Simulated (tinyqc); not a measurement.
# Threshold-voltage variability of a planar MOSFET, analytic estimates: effects of single changes

Three independent sources add in quadrature: random dopants in the depleted layer, metal-gate grains of two orientations, and roughness of the two gate edges acting through the roll-off VT = VT(long) - Vr exp(-L/l). These are first-order estimates: no three-dimensional electrostatics, no percolation.

Values chosen for this exercise; material values close to those of silicon:
- T = 293 K (temperature)
- Eg = 1.11 eV (band gap)
- eps_r = 11.7 (relative permittivity of the semiconductor)
- Nc = 2.71e19 cm^-3 (conduction-band density of states at T)
- Nv = 2.55e19 cm^-3 (valence-band density of states at T)
- Na = 4.4e17 cm^-3 (channel doping)
- ti = 2.3 nm (oxide-equivalent thickness in inversion)
- L = 65 nm (gate length)
- W = 190 nm (gate width)
- G = 15 nm (metal grain size)
- dW = 0.1 eV (work-function difference of the two grain orientations)
- p = 0.6 (share of the orientation of higher work function)
- De = 0.6 nm (rms roughness of one gate edge)
- La = 30 nm (correlation length of the roughness)
- l = 17 nm (decay length of the threshold roll-off)
- Vr = 1.4 V (prefactor of the roll-off)

Constants: q = 1.602176634e-19 C, kB = 1.380649e-23 J/K, Vt = kB T/q, eps0 = 8.8541878128e-14 F/cm where lengths are in cm. Results are converted to the units shown.

Each table varies one quantity; the others keep the values above.

## Effect of the gate length

ni = sqrt(Nc Nv) exp(-Eg/(2 Vt)), Eg in volts; Cox = 3.9 eps0/ti; Wd = sqrt(4 eps0 eps_r Vt ln(Na/ni)/(q Na)); dopants: s1 = (q/Cox) sqrt(Na Wd/(3 L W)). Grains: Ng = L W/G^2 (at least 1), s2 = dW sqrt(p (1 - p)/Ng). Edges, with exponential correlation and u = W/La: the mean gate length has sL^2 = 2 De^2 (2/u)[1 - (1 - exp(-u))/u]; s3 = sL (Vr/l) exp(-L/l). s = sqrt(s1^2 + s2^2 + s3^2). l and Vr are held fixed.

Result of one run:
```
L (nm)  s1 (mV)  s2 (mV)  s3 (mV)  s (mV)  s sqrt(L W) (mV um)
47       9.8173   7.7763   2.2704  12.728               1.2028
```

What becomes of these results when the gate length L is changed from 47 to 99 nm, all else the same?

Result of the changed run:
```
L (nm)  s1 (mV)  s2 (mV)  s3 (mV)  s (mV)  s sqrt(L W) (mV um)
99       6.7643   5.3580  0.10658  8.6299               1.1836
```

The whole series:
```
L (nm)  s1 (mV)  s2 (mV)    s3 (mV)  s (mV)  s sqrt(L W) (mV um)
39       10.777   8.5367     3.6348  14.221               1.2242
47       9.8173   7.7763     2.2704  12.728               1.2028
57       8.9146   7.0613     1.2608  11.442               1.1907
68       8.1618   6.4650    0.66012  10.433               1.1859
82       7.4325   5.8873    0.28971  9.4861               1.1841
99       6.7643   5.3580    0.10658  8.6299               1.1836
120      6.1440   4.8666   0.030988  7.8380               1.1835
140      5.6882   4.5056  0.0095556  7.2565               1.1835
```

As L goes from 39 to 140 nm, s falls from 14.2 to 7.26 mV. The dopants are the largest source in the first and the last row. The product s sqrt(L W) falls from 1.22 to 1.18 mV um: s1 and s2 go as 1/sqrt(L W), so the change comes from s3 alone. For L = 39 to 47 nm the depletion depth exceeds L, so source and drain share much of the charge and s1 is rough.

## Effect of the channel doping

Same model as above.

l and Vr are held fixed.

The same in every row: s2 (mV) = 6.612; s3 (mV) = 0.7875.

Effect of the channel doping:
```
Na (cm^-3)  s1 (mV)  s (mV)  s sqrt(L W) (mV um)
1.5e17        6.281   9.154                1.017
2.6e17        7.265   9.855                1.095
4.7e17        8.495   10.79                1.200
8.2e17        9.838   11.88                1.320
1.5e18        11.53   13.32                1.480
2.6e18        13.33   14.90                1.656
4.5e18        15.39   16.77                1.864
8e18          17.90   19.10                2.122
```

As Na goes from 1.5e17 to 8e18 cm^-3, s rises from 9.15 to 19.1 mV. The largest source is the grains in the first row and the dopants in the last. s1 goes on average as Na^(0.26), near the 1/4 expected from Na Wd. For Na = 1.5e17 to 2.6e17 cm^-3 the depletion depth exceeds L, so source and drain share much of the charge and s1 is rough.

## Effect of the correlation length of the roughness

Same model as above.

l and Vr are held fixed.

The same in every row: s1 (mV) = 8.348; s2 (mV) = 6.612.

Effect of the correlation length of the roughness:
```
La (nm)  s3 (mV)  s (mV)  s sqrt(L W) (mV um)
2         0.2204   10.65                1.184
5         0.3457   10.66                1.184
10        0.4822   10.66                1.185
20        0.6627   10.67                1.186
40        0.8813   10.69                1.188
80         1.102   10.71                1.190
160        1.276   10.73                1.192
```

As La goes from 2 to 160 nm, s rises from 10.65 to 10.73 mV. The dopants are the largest source in the first and the last row. The edge term s3 rises from 0.220 to 1.28 mV: a longer correlation averages out less along the width.

tinyqc, about 0.01 s, one thread, Intel Xeon 2.30GHz (shared host): `OMP_NUM_THREADS=1 python tinyqc.py 2090125 2090126 out.jsonl`
